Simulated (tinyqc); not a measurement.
Which input was changed? Model: grain-boundary diffusion: Harrison regimes, Fisher and Le Claire analysis, Hart average. Computed by tinyqc, a small Python program. Command: `OMP_NUM_THREADS=1 python tinyqc.py 3023655 3023656 out.jsonl gbdiff which`. One thread of a shared host (Intel(R) Xeon(R) Processor @ 2.30GHz), about 0.07 s of CPU time with the checks.

A boundary is a slab of width delta with diffusivity D_b, normal to a surface held at constant concentration; it leaks into grains of diffusivity D.

Inputs (values chosen for the exercise, for a model polycrystal):

| quantity | value | unit |
|---|---|---|
| lattice prefactor D0 | 7.6e-05 | m^2/s |
| lattice activation energy E | 4.11 | eV |
| boundary prefactor D0b | 5.4e-05 | m^2/s |
| boundary activation energy E_b | 2.17 | eV |
| boundary width delta | 0.5 | nm |
| segregation factor s | 3 | - |
| grain size d | 55 | um |
| temperature T | 2000 | K |
| time t | 9600 | s |

Constants: k_B = 8.617333262e-05 eV/K.

Method:
- D = D0 exp(-E/(k_B T)), D_b = D0b exp(-E_b/(k_B T)).
- Triple product P = s delta D_b.
- l = sqrt(D t); P = s delta D_b; alpha = s delta/(2 l); beta = P/(2 D l). Regime A if l > 3 d, C if alpha > 1, B if alpha < 0.1, l < d/4 and beta > 10, otherwise a transition.
- Hart average for parallel slabs: f = delta/d, D_eff = (s f D_b + (1 - f) D)/(1 - f + s f); share of the boundaries = s f D_b/(s f D_b + (1 - f) D); depth sqrt(D_eff t).

Problem. One of these inputs alone was changed, within the range given: lattice prefactor D0 (3.8e-05 to 0.000152); boundary prefactor D0b (2.7e-05 to 0.000108); temperature T (1000 to 2800); time t (4800 to 1.92e+04). Which one, and to what value?

Results:

| run | depth sqrt(D_eff t) (um) | beta | share of the boundaries |
|---|---|---|---|
| before | 8.955221 | 7.278736 | 0.5998929 |
| after | 9.843956 | 6.621594 | 0.5998929 |

Solution.

Each candidate set to reproduce depth sqrt(D_eff t), and what it then gives:

| candidate | range searched | value needed | beta | share of the boundaries |
|---|---|---|---|---|
| lattice prefactor D0 (m^2/s) | 3.8e-05 to 0.000152 | 1.156e-4 | 3.8814 | 0.49646 |
| boundary prefactor D0b (m^2/s) | 2.7e-05 to 0.000108 | 7.275e-5 | 9.8065 | 0.66888 |
| temperature T (K) | 1000 to 2800 | 2022 | 5.6454 | 0.56994 |
| time t (s) | 4800 to 1.92e+04 | 11600 | 6.6216 | 0.59989 |

Only time t fits every result: it went from 9600 to 11600 s. The next best candidate, temperature T, misses one result by 15 %.

Caution: outside regime A (which needs sqrt(D t) above about 3 d) the Hart average and its depth are formal: they describe a profile only in regime A or at steady state.
